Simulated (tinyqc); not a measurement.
Worked calculation: Landau-Devonshire theory of a uniaxial ferroelectric. Computed by tinyqc, a small Python program that keeps every step. Command: `OMP_NUM_THREADS=1 python tinyqc.py 3014652 3014653 out.jsonl ferro walk`. One thread of a shared host (Intel(R) Xeon(R) Processor @ 2.30GHz), about 0.01 s of CPU time with the checks. Intermediate numbers are printed to about 6 digits and carried at full precision; extremes and crossings named in words are read from the listed rows.

G(P) = (alpha/2) P^2 + (beta*/4) P^4 + (gamma/6) P^6 - E P per volume, SI units, one domain, P along the polar axis, which is normal to the film.

Inputs (values chosen for the exercise, for a model ferroelectric):

| quantity | value | unit |
|---|---|---|
| alpha_0 | 651000 | J m/(C^2 K) |
| Curie-Weiss temperature T0 | 700 | K |
| beta | -1.65e+09 | J m^5/C^4 |
| gamma | 3.4e+10 | J m^9/C^6 |
| temperature T | 571 | K |
| misfit strain u_m | -0.016 | - |
| electrostriction Q12 | -0.046 | m^4/C^2 |
| compliance s11 + s12 | 4.3e-12 | m^2/N |
| applied field E | 13 | MV/m |
| film thickness d | 13 | nm |
| screening length lambda | 0.0087 | nm |
| background permittivity eps_b | 20 | - |
| gradient coefficient g | 1.9e-10 | J m^3/C^2 |
| series capacitance C_d | 6.5 | microfarad/cm^2 |
| start of Newton steps P0/Ps | 2 | - |

Sample: epitaxial film.

Constants: eps_0 = 8.8541878128e-12 F/m.

## Coefficients at T

alpha = alpha_0 (T - T0*), with clamping: T0* = T0 + 4 Q12 u_m/(alpha_0 (s11 + s12)), beta* = beta + 4 Q12^2/(s11 + s12).

T0* = 1751.69 K

alpha = -7.68630e+08 J m/C^2

beta* = 3.18372e+08 J m^5/C^4

Compression raises T0 by 1052 K. beta* > 0: the transition is of second order, although the free crystal has a first-order one. Caution: a shift of T0 this large is beyond the range where constant coefficients hold.

## Spontaneous polarisation, susceptibility, coercive field

Ps^2 = [-beta* + sqrt(beta*^2 - 4 alpha gamma)]/(2 gamma). chi = 1/(eps_0 G''), G'' = alpha + 3 beta* P^2 + 5 gamma P^4 at Ps. Ps, chi and the coercive field are for perfect screening, without a depolarising field. The intrinsic coercive field is |alpha P + beta* P^3 + gamma P^5| at the P_c where G'' = 0. 1 C/m^2 = 100 microcoulomb/cm^2.

spontaneous polarisation Ps = 38.1767 microcoulomb/cm^2

susceptibility chi = 37.8778

well depth G(Ps) = -36.7781 MJ/m^3

P_c = 25.3950 microcoulomb/cm^2

intrinsic coercive field = 154.069 MV/m

P_c/Ps = 0.665, above the 0.577 of a quartic well, as the sixth-order term matters. Real switching runs by domain nucleation at far lower fields. Caution: far below T0* the expansion with linear alpha(T) is only a fit.

## Polarisation in the field by Newton steps

Solve G'(P) = alpha P + beta* P^3 + gamma P^5 - E = 0 by P(new) = P - G'/G'' from P0; stop when the step is below 1e-11 C/m^2 (G' under 1e-6 MV/m is shown as 0).

Newton steps:

| step | P (microcoulomb/cm^2) | G' (MV/m) | G'' (MJ m/C^2) |
|---|---|---|---|
| 1 | 76.3535 | 8.36499e+03 | 57566.5 |
| 2 | 61.8225 | 2.65756e+03 | 24429.7 |
| 3 | 50.9441 | 8.04195e+02 | 10929.8 |
| 4 | 43.5863 | 2.13190e+02 | 5548.3 |
| 5 | 39.7438 | 3.86574e+01 | 3623.8 |
| 6 | 38.6771 | 2.40744e+00 | 3178.4 |
| 7 | 38.6013 | 1.14752e-02 | 3148.2 |
| 8 | 38.6010 | 0 | 3148.0 |
| 9 | 38.6010 | 0 | 3148.0 |

P at the end of the steps = 38.6010 microcoulomb/cm^2

1/(eps_0 G'') there = 35.8767

The linear estimate Ps + eps_0 chi E gives 38.613; the field lowers chi by 5.3 %.

## The 180-degree wall

With the term (g/2) (dP/dx)^2, (g/2) P'^2 = G(P) - G(Ps) across the wall: energy = int_(-Ps)^(Ps) sqrt(2 g [G(P) - G(Ps)]) dP (40 Gauss-Legendre points); width = 2 Ps over the slope at P = 0, sqrt(2 |G(Ps)|/g). Elastic coupling inside the wall is left out.

wall energy = 62.9163 mJ/m^2

wall width = 1.22715 nm

## A capacitor with imperfect screening

Between shorted electrodes with screening length lambda each, the depolarising field is -k P, k = 2 lambda/(eps_0 (d + 2 lambda eps_b)), so alpha turns into alpha + k. The polar state is the lowest uniform state while alpha + k < 0 (beta* > 0) or < 3 beta*^2/(16 gamma) (beta* < 0); setting the equality gives the critical thickness d_c.

depolarising coefficient k = 1.47226e+08 J m/C^2

polarisation of the film = 36.1372 microcoulomb/cm^2

size of the depolarising field = 53.2034 MV/m

critical thickness d_c = 2.20872 nm

The film keeps 95 % of Ps.

## Thickness series

Domains are left out, though they can pre-empt both the loss of P and the state at P = 0. The second and third columns are for the shorted capacitor, polar only where it is the lowest uniform state: alpha + k < 0 (beta* > 0) or < 3 beta*^2/(16 gamma) (beta* < 0). The last column is another circuit, the film in series with C_d at P = 0: 1/C = (alpha d)/(1 + alpha eps_0 eps_b) + 1/C_d, and P = 0 is locally stable while 1/C > 0; a dash marks the rest.

Against thickness:

| d (nm) | P (microcoulomb/cm^2) | depolarising field (MV/m) | C of the stack / C_d |
|---|---|---|---|
| 1 | 0.0000 | 0.000 | 1.06138 |
| 2 | 0.0000 | 0.000 | 1.13079 |
| 3 | 26.1846 | 153.696 | 1.20992 |
| 5 | 32.2557 | 118.526 | 1.40679 |
| 8 | 34.7329 | 81.763 | 1.86102 |
| 15 | 36.4225 | 46.636 | 7.54661 |
| 30 | 37.3198 | 24.166 | - |
| 60 | 37.7530 | 12.294 | - |
| 150 | 38.0083 | 4.968 | - |

The polar state appears between 2 and 3 nm (d_c = 2.21 nm), and at 150 nm P is 99.6 % of Ps. The stack exceeds C_d wherever it is stable, up to 7.55 times: the ferroelectric held at P = 0 acts as a negative capacitance.

Checks made by the program: Ps against a numerical root of G'(P)/P (relative difference below 1e-10).
